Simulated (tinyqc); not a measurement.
Worked calculation: metal-induced gap states at the contact of a metal chain and a two-band chain. Values are carried at full precision from step to step, so a last printed digit may differ when a step is redone from the rounded ones.

The semiconductor alternates sites A at -Eg/2 and C at +Eg/2 with hopping -t; the gap runs from -Eg/2 to Eg/2. In the gap cosh(q a) = 1 + (Eg^2/4 - E^2)/(2 t^2) and the amplitude changes by -exp(-q a) a period. The metal has site energy 0 and hopping -tm; its end site has g_m = (E - i sqrt(4 tm^2 - E^2))/(2 tm^2). Sites 1, 2, ... count into the semiconductor, with energies e1, e2 alternating. The clean half chain has g1 = 1/(E - e1 - t^2 g2), g2 = 1/(E - e2 - t^2 g1), decaying root. With the contact G11 = 1/(1/g1 - tc^2 g_m), and the density on site j is -Im G_jj/pi = |psi_j/psi_1|^2 (-Im G11/pi), per spin, with psi_2/psi_1 = -t g2, psi_3/psi_2 = -t g1.

Constants: e^2/(4 pi eps0) = 14.39964547 eV angstrom.

Inputs chosen for the exercise (gap and optical dielectric constant near those of Ge; the chain itself is a model; the results hold for these values, not for the real material): Eg = 0.65 eV (gap); t = 2.84 eV (hopping in the semiconductor); a = 4 angstrom (period (two sites); one chain for each area a^2); E = 0.23 eV (energy from mid-gap); tm = 2.44 eV (hopping in the metal); tc = 1.24 eV (hopping across the contact); end = C (site that touches the metal); eps = 15.7 (dielectric constant).

## Decay in the gap

Form cosh(q a), l = exp(-q a), q and the decay length 1/(2q) of the density.

cosh(q a) = 1.00327
l = 0.92235
q = 0.02021 1/angstrom
xi, the decay length of the density = 24.743 angstrom

## Green functions

The decaying root is g1 = (1 - l)/(E - e1), g2 = (1 - l)/(E - e2), l = exp(-q a). Form them, g_m and G11.

g1, g2 (1/eV): -0.81736  0.13991

g_m = 0.01932-0.40938i 1/eV
G11 = -0.63721-0.32008i 1/eV

## Density site by site

D1 = -Im G11/pi, D2 = (t g2)^2 D1, and each further period multiplies by l^2. The sum over all sites is (D1 + D2)/(1 - l^2). The Green functions stand in the order g1, g2.

density on sites 1 to 8 (1/eV): 0.10188  0.01609  0.08668  0.01368  0.07374  0.01164  0.06273  0.00990

Ds, the density per spin summed over the semiconductor = 0.79031 1/eV

The first period holds 15 % of the gap states at this energy.

## Pinning factor

Gap states per area N = 2 Ds/a^2 (two spins). Charge in them sits a distance xi from the metal, so S = 1/(1 + 4 pi e^2 N xi/eps), e^2 meaning e^2/(4 pi eps0); S is the change of the barrier per change of the metal work function.

N = 9.879e+14 1/(eV cm^2)
4 pi e^2 N xi/eps = 28.1726
S = 0.0343

Strong pinning, near the Bardeen limit S = 0.

## Checks

- g1 from the closed form against decimation: both -0.817362.

(tinyqc, `OMP_NUM_THREADS=1 python tinyqc.py 1452516 1452517 out.jsonl`, Intel(R) Xeon(R) Processor @ 2.30GHz, 1 thread, shared host, about 0.01 s.)
